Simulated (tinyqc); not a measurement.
What moves the results: Shockley-Read-Hall recombination through one deep level. A value that a table varies takes the place of the one given here.

One level at Et with degeneracy 1: tn = 1/(sn vth Nt), tp = 1/(sp_ vth Nt), n1 = Nc exp((Et - Eg)/kT), p1 = Nv exp(-Et/kT), ni^2 = n1 p1. Equilibrium p0 = Nm, n0 = ni^2/Nm; n = n0 + dn, p = p0 + dn. U = (n p - ni^2)/(tp (n + n1) + tn (p + p1)), lifetime dn/U; emission rates en = sn vth n1, ep = sp_ vth p1.

Constants: kB = 8.617333262e-05 eV/K.

Parameters, chosen for this exercise (gap and densities of states near those of SiC at this temperature; the results hold for these values, not for the real material):
- E1 = 2.133 eV (level (+1/0) above Ev)
- E2 = 1.883 eV (level (0/-1) above Ev)
- gm = 2 (degeneracy of the middle state, the others 1)
- T = 400 K
- Eg = 3.157 eV (gap)
- Nc = 2.89e+19 1/cm^3 (conduction-band density of states)
- Nv = 5.12e+19 1/cm^3 (valence-band density of states)
- Nd = -7.8e+12 1/cm^3 (ionised shallow donors minus acceptors)
- Et = 2.133 eV (recombination level above Ev)
- Nt = 1.9e+13 1/cm^3 (defects)
- sn = 4.2e-15 cm^2 (electron capture cross-section)
- sp_ = 1.1e-15 cm^2 (hole capture cross-section)
- vth = 18000000 cm/s (thermal velocity, both carriers)
- Nm = 1.9e+14 1/cm^3 (equilibrium holes for the lifetime steps)
- dn = 3.4e+12 1/cm^3 (excess pairs)

## Charge state against the Fermi level (deep level with several charge states)

Energies from Ev. The defect has charge states +1, 0, -1 with weights 1, gm exp((EF - E1)/kT), exp((2 EF - E1 - E2)/kT); the shares are the weights over their sum. Boltzmann carriers: n = Nc exp((EF - Eg)/kT), p = Nv exp(-EF/kT). Neutrality: p - n + Nd + Nt <q> = 0.

Shares:

| EF (eV) | +1 | 0 | -1 | <q> |
|---|---|---|---|---|
| 0.189 | 1.000 | 0.000 | 0.000 | 1.000 |
| 0.442 | 1.000 | 0.000 | 0.000 | 1.000 |
| 0.695 | 1.000 | 0.000 | 0.000 | 1.000 |
| 0.947 | 1.000 | 0.000 | 0.000 | 1.000 |
| 1.200 | 1.000 | 0.000 | 0.000 | 1.000 |
| 1.452 | 1.000 | 0.000 | 0.000 | 1.000 |
| 1.705 | 1.000 | 0.000 | 0.000 | 1.000 |
| 1.957 | 0.940 | 0.011 | 0.049 | 0.891 |
| 2.210 | 0.000 | 0.000 | 1.000 | -1.000 |
| 2.462 | 0.000 | 0.000 | 1.000 | -1.000 |
| 2.715 | 0.000 | 0.000 | 1.000 | -1.000 |
| 2.968 | 0.000 | 0.000 | 1.000 | -1.000 |

What does this show, and why?

E2 lies below E1 (negative U = -0.250 eV), so the charge goes from +1 to -1 near (E1 + E2)/2 = 2.008 eV, two electrons at once; the middle state never exceeds a share of 0.0259.

## Defects against doping (deep level with several charge states)

Nt takes the listed multiples of |Nd|; the resistivity uses mobilities of 1000 (electrons) and 300 (holes) cm^2/(V s), chosen for the exercise, and e = 1.602176634e-19 C.

Neutral state:

| Nt/\|Nd\| | EF (eV) | n (1/cm^3) | p (1/cm^3) | rho (ohm cm) |
|---|---|---|---|---|
| 0.01 | 0.5414 | 3.21e-14 | 7.72e+12 | 2.69e+03 |
| 0.10 | 0.5447 | 3.53e-14 | 7.02e+12 | 2.96e+03 |
| 0.30 | 0.5534 | 4.53e-14 | 5.46e+12 | 3.81e+03 |
| 0.60 | 0.5727 | 7.94e-14 | 3.12e+12 | 6.67e+03 |
| 0.90 | 0.6204 | 3.17e-13 | 7.80e+11 | 2.67e+04 |
| 1.10 | 1.9535 | 1.99e+04 | 1.25e-05 | 3.14e+11 |
| 1.50 | 1.9794 | 4.21e+04 | 5.88e-06 | 1.48e+11 |
| 3.00 | 1.9957 | 6.75e+04 | 3.67e-06 | 9.24e+10 |
| 10.00 | 2.0044 | 8.70e+04 | 2.85e-06 | 7.18e+10 |

What does this show, and why?

EF goes from 0.541 to 2.004 eV and the resistivity from 2.69e+03 to 7.18e+10 ohm cm, with a largest value of 3.14e+11. The largest move of EF, +1.333 eV, comes between Nt/|Nd| = 0.9 and 1.1; the levels lie at 2.133 and 1.883 eV. A defect can take up to one carrier of either sign, so the doping can be cancelled no earlier than Nt = |Nd|, there only if EF lies well beyond the level that takes the carriers and otherwise at larger Nt (mean charge +0.10 in the last row). The type changes along the table.

## Lifetime against injection

Recombination:

| dn (1/cm^3) | lifetime (microsecond) | U (1/(cm^3 s)) |
|---|---|---|
| 1.0e+11 | 0.6976 | 1.43e+17 |
| 1.0e+12 | 0.7101 | 1.41e+18 |
| 1.0e+13 | 0.8291 | 1.21e+19 |
| 1.0e+14 | 1.613 | 6.20e+19 |
| 1.0e+15 | 2.930 | 3.41e+20 |
| 1.0e+16 | 3.305 | 3.03e+21 |
| 1.0e+17 | 3.349 | 2.99e+22 |
| 1.0e+18 | 3.354 | 2.98e+23 |

How do the results move?

The lifetime rises from 0.6976 to 3.354 microsecond; tn + tp = 3.354. At low injection it is tn (1 + p1/p0) + tp n1/p0 with n1/Nm = 1.9e-08 and p1/Nm = 3.6e-22: re-emission is negligible, so minority capture alone counts. Auger and radiative paths are left out; they cut in at the highest injections, and in a doped direct-gap crystal the radiative one counts at all injections. dn = dp neglects trapped charge, which matters where the traps hold a charge comparable with dn, at low injection and with very unequal cross sections.

## Where a level does most harm

Et takes the values listed; G = Nt en ep/(en + ep) in a depleted region; the lifetime is for dn = 1e11 1/cm^3.

Results:

| Et (eV) | lifetime (microsecond) | G (1/(cm^3 s)) |
|---|---|---|
| 0.189 | 780 | 1.67e-12 |
| 0.442 | 1.20 | 2.57e-09 |
| 0.695 | 0.698 | 3.97e-06 |
| 0.947 | 0.698 | 0.00593 |
| 1.200 | 0.698 | 9.14 |
| 1.452 | 0.698 | 1.37e+04 |
| 1.705 | 0.698 | 6.35e+03 |
| 1.957 | 0.698 | 4.24 |
| 2.210 | 0.698 | 0.00275 |
| 2.462 | 0.698 | 1.84e-06 |
| 2.715 | 1.79 | 1.19e-09 |
| 2.968 | 1.68e+03 | 7.75e-13 |

What does this show?

Generation peaks where en = ep, at Eg/2 + (kT/2) ln(sp_ Nv/(sn Nc)) = 1.565 eV; the largest value listed is at 1.452 eV, and G falls by a decade for each 0.079 eV away from the peak. The lifetime is within a factor 2 of its minimum, 0.698 microsecond, from 0.442 to 2.462 eV: recombination tolerates a wide range of Et, generation a narrow one.

## What moves lifetime and leakage

G = Nt en ep/(en + ep). Each row changes one parameter from the base and keeps the others.

Results:

| case | lifetime (microsecond) | G (1/(cm^3 s)) |
|---|---|---|
| base | 0.7429 | 0.0257 |
| Et = 2.173 eV | 0.7429 | 0.00806 |
| sn = 8.4e-15 cm^2 | 0.3948 | 0.0257 |
| sp_ = 2.2e-15 cm^2 | 0.7196 | 0.0514 |
| Nt = 9.5e+12 1/cm^3 | 1.486 | 0.0129 |
| Nm = 5.7e+14 1/cm^3 | 0.7119 | 0.0257 |
| dn = 1.02e+13 1/cm^3 | 0.8316 | 0.0257 |

How do the results move?

The largest shifts from the base row, up to three for each result and ties (the steps differ in size, so this ranks the rows, not the parameters). lifetime (microsecond): Nt +0.743, sn -0.348, dn +0.0887; unchanged at the printed digits by Et. G (1/(cm^3 s)): sp_ +0.0257, Et -0.0177, Nt -0.0129; unchanged at the printed digits by sn, Nm and dn.

Program tinyqc; command `OMP_NUM_THREADS=1 python tinyqc.py 1681477 1681478 out.jsonl`; about 0.01 s on one thread of a shared Intel(R) Xeon(R) Processor @ 2.30GHz.
